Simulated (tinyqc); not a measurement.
Threshold of a short bulk MOSFET: charge sharing, barrier lowering, narrow width: threshold roll-off against channel length.

n-channel device on a p-type body, depletion approximation, full ionisation. Uniform doping N = Na. Vbi from Boltzmann statistics is rough for the degenerate source. Cox = eps0 eox/tox.

ni = sqrt(Nc Nv) exp(-Eg/(2 Vt)), Eg in volts; 2 pB = 2 Vt ln(N/ni); flat band Vfb - Vt ln(N/Na); Wd = sqrt(2 eps0 eps_r (2 pB - Vbs)/(q N)); body term q N Wd/Cox; long-channel VT0 = flat band + 2 pB + body term; Vbi = Vt ln(N Nsd/ni^2); scale length l = sqrt((eps_r/eox) tox Wd). Charge sharing (trapezoid; it ignores Vds): F = (xj/L)(sqrt(1 + 2 Wd/xj) - 1), lowering = body term times F. Barrier lowering: th = exp(-L/(2 l)) + 2 exp(-L/l), lowering = th [2 (Vbi - 2 pB) + Vds], DIBL = th. Narrow width: rise = body term times xw Wd/W. VT by each model = VT0 - lowering + rise. DIBL under 0.001 mV/V is printed as 0.

Inputs (values chosen for the exercise); band and dielectric values close to those of silicon: temperature T = 300 K; band gap Eg = 1.11 eV; relative permittivity eps_r = 11.7; conduction-band density of states at T Nc = 2.76e19 cm^-3; valence-band density of states at T Nv = 2.65e19 cm^-3; relative permittivity of the gate insulator (close to hafnium oxide) eox = 22.2; insulator thickness tox = 18 nm; channel doping Na = 1.1e17 cm^-3; source and drain doping Nsd = 1e20 cm^-3; flat-band voltage for the doping Na Vfb = -0.94 V; junction depth xj = 23 nm; body-source voltage Vbs = 0 V; drain-source voltage Vds = 0.05 V; gate width W = 390 nm; shape factor of the fringing depletion at the width edges xw = 1.5708.

Constants: q = 1.602176634e-19 C, kB = 1.380649e-23 J/K, Vt = kB T/q, eps0 = 8.8541878128e-14 F/cm where lengths are in cm. Results are converted to the units shown.

The same in every row: N (cm^-3) = 1.1000e17; VT0 (V) = 0.044358.

Results:
```
L (nm)     L/l         F  DIBL (mV/V)  VT, charge sharing (V)  VT, barrier lowering (V)
97      3.1731   0.49624       288.37                0.028541                -0.0085591
140     4.5798   0.34382       121.79                0.052772                  0.058444
200     6.5426   0.24068       40.839                0.069170                  0.091005
290     9.4867   0.16598       8.8610                0.081044                   0.10387
420     13.739   0.11461       1.0410                0.089212                   0.10701
610     19.955  0.078910     0.046441                0.094887                   0.10741
880     28.787  0.054699            0                0.098736                   0.10743
1800    58.883  0.026742            0                 0.10318                   0.10743
```

Estimate the missing row, L = 1300 nm.

Computed row:
```
L (nm)     L/l         F  DIBL (mV/V)  VT, charge sharing (V)  VT, barrier lowering (V)
1300    42.527  0.037027            0                 0.10155                   0.10743
```

With this row back in the table: VT by barrier lowering rises from -0.00856 to 0.107 V and VT by charge sharing rises from 0.0285 to 0.103 V. DIBL is under 100 mV/V from L = 200 nm on among the rows (th = 0.1 at L/l = 4.92). For L = 97 DIBL exceeds 250 mV/V, where the barrier formula is rough.

Computed by the program tinyqc: `OMP_NUM_THREADS=1 python tinyqc.py 2002115 2002116 out.jsonl`, one thread of a shared Intel Xeon 2.30GHz, about 0.01 s for the whole run.
